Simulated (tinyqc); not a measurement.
Inside a calculation. Method: Hueckel theory of the pi electrons with the omega technique, for the molecule c1ccc2ncccc2c1 (SMILES; centres numbered as the heavy atoms are written). One step of it, computed by the program tinyqc.

Task: Energy, charges, bond orders. E = sum n x; q_r = z_r - P_rr; bond order p = P_rs; free valence = sqrt(3) - sum of p over the bonds of the atom.

final x values: [2.357902, 1.666013, 1.377519, 1.011635, 0.693830, -0.533232, -0.988442, -1.235924, -1.585617, -2.263682]

occupations: [2.000000, 2.000000, 2.000000, 2.000000, 2.000000, 0.000000, 0.000000, 0.000000, 0.000000, 0.000000]

final P, order 1C, 2C, 3C, 4C, 5N, 6C, 7C, 8C, 9C, 10C:
```
[[0.998405, 0.603496, -0.002169, -0.241706, 0.009304, 0.154624, -0.004787, -0.169014, 0.001966, 0.724414],
 [0.603496, 0.990112, 0.723582, 0.018057, -0.167678, 0.030659, 0.154939, -0.025370, -0.240848, 0.009126],
 [-0.002169, 0.723582, 1.004216, 0.556970, -0.027133, -0.166297, 0.009476, 0.082590, 0.000689, -0.361784],
 [-0.241706, 0.018057, 0.556970, 0.970861, 0.547353, -0.055508, -0.238603, 0.037907, 0.518628, -0.012951],
 [0.009304, -0.167678, -0.027133, 0.547353, 1.162004, 0.714116, -0.026788, -0.356868, -0.008614, 0.084335],
 [0.154624, 0.030659, -0.166297, -0.055508, 0.714116, 0.932150, 0.606587, 0.061084, -0.240358, -0.019996],
 [-0.004787, 0.154939, 0.009476, -0.238603, -0.026788, 0.606587, 0.996575, 0.722210, 0.003394, -0.169334],
 [-0.169014, -0.025370, 0.082590, 0.037907, -0.356868, 0.061084, 0.722210, 0.956326, 0.554633, 0.018281],
 [0.001966, -0.240848, 0.000689, 0.518628, -0.008614, -0.240358, 0.003394, 0.554633, 0.995938, 0.554546],
 [0.724414, 0.009126, -0.361784, -0.012951, 0.084335, -0.019996, -0.169334, 0.018281, 0.554546, 0.993414]]
```

Centres:
```
centre  z_r, pi electrons of the neutral centre         h
1C                                            1  0.000000
2C                                            1  0.000000
3C                                            1  0.000000
4C                                            1  0.000000
5N                                            1  0.500000
6C                                            1  0.000000
7C                                            1  0.000000
8C                                            1  0.000000
9C                                            1  0.000000
10C                                           1  0.000000
```

Bonds:
```
i    j         k
1    2         1
2    3         1
3    4         1
4    5         1
5    6  1.000000
6    7         1
7    8         1
8    9         1
9   10         1
10   1         1
9    4         1
```

Give: pi energy = 10 alpha + this times beta; pi charges; Bond orders and lengths from R = 1.517 - 0.180 p; free valence of the carbons; gap between the highest filled and the next level.

Result:

pi energy = 10 alpha + this times beta = 14.2138

pi charges: [0.0016, 0.0099, -0.0042, 0.0291, -0.1620, 0.0678, 0.0034, 0.0437, 0.0041, 0.0066]

Bond orders and lengths from R = 1.517 - 0.180 p (angstrom, C-C alone):
```
bond       p       R
1-2   0.6035  1.4084
2-3   0.7236  1.3868
3-4   0.5570  1.4167
4-5   0.5474       -
5-6   0.7141       -
6-7   0.6066  1.4078
7-8   0.7222  1.3870
8-9   0.5546  1.4172
9-10  0.5545  1.4172
10-1  0.7244  1.3866
9-4   0.5186  1.4236
```

free valence of the carbons: [0.4041, 0.4050, 0.4515, 0.1091, 0.4113, 0.4033, 0.4552, 0.1042, 0.4531]

gap between the highest filled and the next level = 1.2271 |beta|
